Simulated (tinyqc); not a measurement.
# Minority carriers and saturation current of a heavily doped emitter, step by step

Numbers from tinyqc (`OMP_NUM_THREADS=1 python tinyqc.py 2330056 2330057 out.jsonl`; about 0.01 s on one thread of a shared Intel Xeon 2.30GHz). Printed values are rounded.

n-type, parabolic bands, full ionisation. eta = (EF - Ec)/kB T solves N = Nc F12(eta), F12(x) = (2/sqrt(pi)) int_0^infinity sqrt(u)/(1 + exp(u - x)) du. The gap shrinks rigidly by dEg = E1 [ln(N/N0) + sqrt(ln^2(N/N0) + 0.5)], an empirical law that is here taken as the true narrowing.

Values chosen for this exercise; band and dielectric values close to those of silicon:
- T = 300 K (temperature)
- Eg = 1.12 eV (band gap)
- Nc = 2.83e19 cm^-3 (conduction-band density of states at 300 K)
- Nv = 2.61e19 cm^-3 (valence-band density of states at 300 K)
- N = 1.3e20 cm^-3 (ionised donor density)
- E1 = 9.5 meV (energy of the narrowing law)
- N0 = 1.2e17 cm^-3 (density of the narrowing law)
- mup = 200 cm^2/(V s) (minority-hole mobility)
- Cn = 2.2e-31 cm^6/s (Auger coefficient)
- ts = 2.2 us (defect lifetime)
- W = 67 nm (emitter width)
- S = 5.6e6 cm/s (recombination velocity at the contact)

Constants: q = 1.602176634e-19 C, kB = 1.380649e-23 J/K, Vt = kB T/q. Results are converted to the units shown.

Range of the model: Band tails, non-parabolic bands and incomplete ionisation are left out.

## Iteration 1: Fermi level

eta at the start (Boltzmann value) = 1.5247

Newton step on ln F12(eta) = ln(N/Nc): eta(new) = eta - ln(Nc F12/N) F12/Fm, Fm(x) = dF12/dx = (1/sqrt(pi)) int_0^infinity u^(-1/2)/(1 + exp(u - x)) du.

F12 = 2.17585
Fm = 1.26018
eta after iteration 1 = 2.81492

## Course of the iteration

Stop when eta changes by less than 1e-9.

Course of the iteration:
```
iteration	eta	change
1	2.81492	1.29
2	3.05056	0.236
3	3.05692	6.36e-3
4	3.05693	4.41e-6
5	3.05693	2.12e-12
```

Converged in 5 iterations.

## Effective intrinsic density

converged eta = 3.05693

ni = sqrt(Nc Nv) exp(-Eg/(2 Vt)), Eg in volts; degeneracy factor g = F12(eta) exp(-eta); nie^2 = ni^2 exp(dEg/kB T) g, p0 = nie^2/N; apparent narrowing dEg + kB T ln g.

ni = 1.06323e10 cm^-3
dEg = 133.107 meV
g = 0.216048
apparent narrowing = 93.4954 meV
nie = 6.48566e10 cm^-3
p0 = 32.3567 cm^-3

Narrowing multiplies p0 by 172 and degeneracy by 0.216.

## Saturation current

1/tau = Cn N^2 + 1/ts, D = mup Vt, L = sqrt(D tau); J0 = (q p0 D/L)(s + tanh(W/L))/(1 + s tanh(W/L)), s = S L/D; the share recombining inside is 1 - 1/[cosh(W/L)(1 + tanh(W/L)/s)].

tau = 0.268929 ns
L = 372.890 nm
s = 40.3873
J0 = 3564.83 fA/cm^2
share recombining inside = 2.02402 %

The emitter is transparent: most holes reach the contact.
